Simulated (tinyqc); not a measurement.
# Changing the channel length L

Model: stress in a transistor channel from embedded alloy regions, liners and fins, by half-space elasticity. Computed by tinyqc, a small Python program. Command: `OMP_NUM_THREADS=1 python tinyqc.py 3029145 3029146 out.jsonl stressor sweep`. One thread of a shared host (Intel(R) Xeon(R) Processor @ 2.30GHz), about 0.04 s of CPU time with the checks.

Plane strain in an isotropic half-space, the same constants everywhere; x along the channel from its centre, y downwards from the free surface; stress is positive in tension.

Inputs (values chosen for the exercise, modelled on silicon):

| quantity | value | unit |
|---|---|---|
| alloy fraction x | 0.42 | - |
| lattice change per unit x, beta | 0.0424 | - |
| Young's modulus E | 158 | GPa |
| Poisson ratio nu | 0.27 | - |
| length of each stressor S | 145 | nm |
| recess depth d | 80 | nm |
| depth of the field point y | 3.6 | nm |
| liner stress | -2.4 | GPa |
| liner thickness t | 45 | nm |
| longitudinal piezoresistance coefficient | 68.8 | 1e-11/Pa |
| vertical piezoresistance coefficient | -1.3 | 1e-11/Pa |

Stressor: Si(1-x)Ge(x) source and drain.

Method:
- Misfit e = beta x. A fully constrained inclusion holds the stress -p with p = E e/(1 - 2 nu); a blanket film would hold -E e/(1 - nu) in the plane.
- A line element dA of misfit at (a, c) in the half-space gives, with C = E e/(2 pi (1 - nu)), X = x - a, r1^2 = X^2 + (y - c)^2, r2^2 = X^2 + Y^2, Y = y + c: s_xx = -C dA {[X^2 - (y - c)^2]/r1^4 + 3 [X^2 - Y^2]/r2^4 + 4 y Y (Y^2 - 3 X^2)/r2^6}, s_yy = C dA {[X^2 - (y - c)^2]/r1^4 - [X^2 - Y^2]/r2^4 + 4 y Y (Y^2 - 3 X^2)/r2^6}. These are integrated over two rectangles, L/2 < |a| < L/2 + S, 0 < c < d (closed form in a, 200 Gauss-Legendre points in c).
- The liner over source and drain ends at the gate, x = -/+ L/2, and pulls there with the force per width F = (liner stress) t along the surface. A tangential line force gives s_xx = (2 F/pi) X^3/(X^2 + y^2)^2 at the distance X; two of them add at the centre, X = L/2. For L > 3.5 y the concentrated force is an upper bound.
- d mu/mu = -(pi_L s_xx + pi_z s_yy) for the embedded regions alone; the stress across the width is left out.

One run for each value:

| channel length L (nm) | s_xx (MPa) | s_xx from the liner (MPa) | mobility change (%) |
|---|---|---|---|
| 12 | -2584.2 | -12391 | 178.11 |
| 21 | -3224.6 | -10486 | 221.93 |
| 36 | -3493.2 | -7063 | 240.35 |
| 63 | -3311.3 | -4254 | 227.82 |
| 110 | -2675.4 | -2479 | 184.06 |
| 190 | -1782.7 | -1443 | 122.65 |
| 330 | -958.1 | -833 | 65.92 |
| 580 | -425.2 | -474 | 29.25 |
| 1000 | -172.5 | -275 | 11.87 |

What does the table show, and why?

Over the rows, s_xx (MPa) goes from -2580 through a minimum among these rows, -3490 at 36.0, to -173; s_xx from the liner (MPa) rises from -12400 to -275 (exponent d ln y / d ln x -0.30 between the first rows and -1.00 between the last); mobility change (%) goes from 178 through a maximum among these rows, 240 at 36.0, to 11.9. At the high end the exponent of s_xx from the liner is -1.00, close to -1: the field of a line force.

Caution (rows 12.0, 21.0, 36.0, 63.0, 110): the real force is spread over several liner thicknesses, so for a channel this short the concentrated force clearly overstates the stress. Caution (rows 12.0, 21.0, 36.0, 63.0, 110, 190, 330): beyond a few hundred MPa bulk piezoresistance coefficients no longer describe an inversion layer well.

Extremes, crossings and ranges named in words are read from the listed rows.
